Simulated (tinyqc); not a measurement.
What each input does: propagation of a band-gap error through k.p and effective-mass formulas.

Chain, for a gap E (the reference Eg or another value), with Ep and Dso kept: 1/me = 1 + Ep (E + 2 Dso/3)/(E (E + Dso)); g* = 2 - 2 Ep Dso/(3 E (E + Dso)); g1(E) = g1 + (Ep/3)(1/E - 1/Eg), g2(E) = g2 + (Ep/6)(1/E - 1/Eg), light hole 1/(g1 + 2 g2), heavy hole 1/(g1 - 2 g2) along [100]; optical constant ei(E) = 1 + (ei - 1)(EP/(EP + E - Eg))^2, static e0(E) = ei(E) + e0 - ei.

Donor: R = Ry me/e0^2, a_B = a0 e0/me, Mott density (0.26/a_B)^3. Nc, Nv = 2 (m kT/(4 pi c))^(3/2), c = hbar^2/2m0, ni = sqrt(Nc Nv) exp(-E/2kT). Exciton: Ry mu/e0^2 with 1/mu = 1/me + g1(E). 1 angstrom^-3 = 1e24 cm^-3.

Constants: Ry = 13.60569312 eV; a0 (Bohr radius) = 0.5291772105 angstrom; kB = 8.617333262e-05 eV/K; hbar^2/2m0 = 3.80998211 eV angstrom^2.

Values chosen for the exercise (reference values near those of InP, gap at low temperature; not measured data):
- Eg = 1.418 eV (gap at Gamma to the s-like level)
- Dso = 0.108 eV (spin-orbit splitting)
- Ep = 21 eV (Kane energy)
- g1 = 5.07 (Luttinger gamma1)
- g2 = 1.6 (gamma2)
- e0 = 12.64 (static dielectric constant)
- ei = 9.63 (optical dielectric constant)
- EP = 5.35 eV (mean (Penn) gap)
- mh = 0.48 m0 (density-of-states mass of the holes)
- T = 300 K (temperature)
- Eg2 = 1.645 eV (a wrong gap, of the size a hybrid functional can give)

All at E = Eg2.

One parameter was then changed.

Results before and after:

| case | me (m0) | light hole (m0) | e0 | donor (meV) | exciton (meV) | log10 ni |
|---|---|---|---|---|---|---|
| base | 0.0741 | 0.1448 | 11.95 | 7.053 | 5.323 | 4.495 |
| changed | 0.0741 | 0.1448 | 11.95 | 7.053 | 5.323 | 3.239 |

Which of these changes was made? (a) Ep = 22.68 eV; (b) mh = 0.442 m0; (c) T = 276 K; (d) Dso = 0.117 eV; (e) Eg2 = 1.777 eV; (f) g1 = 5.476; (g) EP = 5.778 eV; (h) ei = 10.4.

Answer: (c) T = 276 K. Of the candidates, run in turn, only this one gives the changed row.

All candidates:

| case | me (m0) | light hole (m0) | e0 | donor (meV) | exciton (meV) | log10 ni |
|---|---|---|---|---|---|---|
| base | 0.0741 | 0.1448 | 11.95 | 7.053 | 5.323 | 4.495 |
| Eg2 = 1.777 eV | 0.0794 | 0.1594 | 11.59 | 8.045 | 6.079 | 3.409 |
| Dso = 0.117 eV | 0.0742 | 0.1448 | 11.95 | 7.064 | 5.329 | 4.496 |
| Ep = 22.68 eV | 0.0689 | 0.1471 | 11.95 | 6.567 | 5.056 | 4.472 |
| g1 = 5.476 | 0.0741 | 0.1367 | 11.95 | 7.053 | 5.205 | 4.495 |
| EP = 5.778 eV | 0.0741 | 0.1448 | 12.00 | 6.997 | 5.281 | 4.495 |
| ei = 10.4 | 0.0741 | 0.1448 | 11.89 | 7.126 | 5.378 | 4.495 |
| mh = 0.442 m0 | 0.0741 | 0.1448 | 11.95 | 7.053 | 5.323 | 4.468 |
| T = 276 K | 0.0741 | 0.1448 | 11.95 | 7.053 | 5.323 | 3.239 |

(tinyqc, `OMP_NUM_THREADS=1 python tinyqc.py 1850769 1850770 out.jsonl`, Intel(R) Xeon(R) Processor @ 2.30GHz, 1 thread, shared host, about 0.01 s.)
